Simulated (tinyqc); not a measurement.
Inside a calculation. Model: nudged elastic band on a two-dimensional model surface. Computed by tinyqc, a small Python program that keeps every step. Command: `OMP_NUM_THREADS=1 python tinyqc.py 3004860 3004861 out.jsonl neb walk`. One thread of a shared host (Intel(R) Xeon(R) Processor @ 2.30GHz), about 0.3 s of CPU time with the checks. Intermediate numbers are printed to about 6 digits and carried at full precision; extremes and crossings named in words are read from the listed rows.

V(x, y) = -A (cos kx + cos ky) - B cos kx cos ky + (C sin ky + S sin kx)(1 - cos kx), k = 2 pi/a; the atom hops from the minimum at (0, 0) to that at (a, 0).

Inputs (values chosen for the exercise, for a model surface):
```
quantity              value           unit
amplitude A             0.2             eV
amplitude B          -0.027             eV
skew C                0.077             eV
asymmetry S          -0.038             eV
period a                2.6       angstrom
movable images n          6              -
spring constant k_s    0.24  eV/angstrom^2
step factor eta      0.0075  angstrom^2/eV
iteration cap           100              -
```

Surface: adatom on a square lattice. Climbing image: on.

## Stationary points

Newton steps x(new) = x - H^-1 grad V (moves limited to 0.3 angstrom) from (0, 0), (a, 0) and (a/2, 0) give the two minima and the saddle.

positions (angstrom):
```
              x         y
start   0.00000   0.00000
end     2.60000   0.00000
saddle  1.48410  -0.23936
```

energies (eV): start -0.373000, end -0.373000, saddle -0.056320

barrier from the start = 0.316680 eV

## Straight-line start

Images are spaced evenly on the line between the minima.

images at the start (angstrom):
```
               x        y
image 1  0.37143  0.00000
image 2  0.74286  0.00000
image 3  1.11429  0.00000
image 4  1.48571  0.00000
image 5  1.85714  0.00000
image 6  2.22857  0.00000
```

energies above the start (eV): 0.053950  0.166205  0.297525  0.360210  0.256787  0.076322

The highest image lies +0.0435 eV from the true barrier.

## Iteration 1

Tangent at image i: towards the higher neighbour if the energies rise or fall through i; at a maximum or minimum, tau = t+ dmax + t- dmin if V(i+1) > V(i-1), else t+ dmin + t- dmax, with t+ = R(i+1) - R(i), t- = R(i) - R(i-1) and dmax, dmin the larger and smaller of |V(i+1) - V(i)| and |V(i-1) - V(i)|; then normalise. Force F = -grad V + (grad V.tau) tau + k_s (|t+| - |t-|) tau. With a climbing image, the highest image feels instead F = -grad V + 2 (grad V.tau) tau and no spring. Update R(new) = R + eta F; the end points stay fixed.

unit tangents:
```
         x  y
image 1  1  0
image 2  1  0
image 3  1  0
image 4  1  0
image 5  1  0
image 6  1  0
```

forces (eV/angstrom):
```
                 x          y
image 1   0.000000  -0.070061
image 2   0.000000  -0.227485
image 3   0.000000  -0.353730
image 4  -0.041402  -0.353730
image 5   0.000000  -0.227485
image 6   0.000000  -0.070061
```

images after iteration 1 (angstrom):
```
               x         y
image 1  0.37143  -0.00053
image 2  0.74286  -0.00171
image 3  1.11429  -0.00265
image 4  1.48540  -0.00265
image 5  1.85714  -0.00171
image 6  2.22857  -0.00053
```

## Iteration 2

The formulas are those given above.

unit tangents:
```
               x         y
image 1  0.99999  -0.00318
image 2  1.00000  -0.00255
image 3  1.00000   0.00000
image 4  1.00000   0.00097
image 5  1.00000   0.00255
image 6  0.99999   0.00318
```

forces (eV/angstrom):
```
                 x          y
image 1  -0.000223  -0.070289
image 2  -0.000577  -0.226308
image 3  -0.000075  -0.350247
image 4  -0.039790  -0.350385
image 5   0.000503  -0.226625
image 6   0.000225  -0.070783
```

images after iteration 2 (angstrom):
```
               x         y
image 1  0.37143  -0.00105
image 2  0.74285  -0.00340
image 3  1.11429  -0.00528
image 4  1.48511  -0.00528
image 5  1.85715  -0.00341
image 6  2.22857  -0.00106
```

## All iterations

Start on the straight line; stop when the largest force is below 1e-4 or above 1e6 eV/angstrom.

Course of the band:
```
iteration  highest image (eV)  largest force (eV/angstrom)
1                    0.360210                     0.356145
2                    0.359289                     0.352637
3                    0.358385                     0.349149
4                    0.357497                     0.345681
5                    0.356627                     0.342233
6                    0.355772                     0.338805
7                    0.354934                     0.335398
8                    0.354112                     0.332013
9                    0.353306                     0.328649
...                       ...                          ...
92                   0.322142                     0.130432
93                   0.322015                     0.128923
94                   0.321891                     0.127431
95                   0.321770                     0.125955
96                   0.321652                     0.124496
97                   0.321536                     0.123053
98                   0.321423                     0.121626
99                   0.321313                     0.120215
100                  0.321205                     0.118820
```

Band at the end:
```
image  x (angstrom)  y (angstrom)    E (eV)
0           0.00000      0.000000  0.000000
1           0.36631     -0.050234  0.050605
2           0.73528     -0.121088  0.145573
3           1.11271     -0.162974  0.258068
4           1.48056     -0.163460  0.321205
5           1.86372     -0.125020  0.235343
6           2.23448     -0.058759  0.071808
7           2.60000      0.000000  0.000000
```

energy of the highest image = 0.321205 eV

iterations = 100

largest force at the end = 0.118820 eV/angstrom

Tail of the force series: the residual falls at every step, but slowly, by a factor of about 0.988 a step

Not converged within 100 iterations: the residual falls at every step, but slowly, by a factor of about 0.988 a step.

Reruns converge with step factor eta = 0.19, iteration cap = 600. Reruns still fail with step factor eta = 0.0013, iteration cap = 600; and with iteration cap = 600.
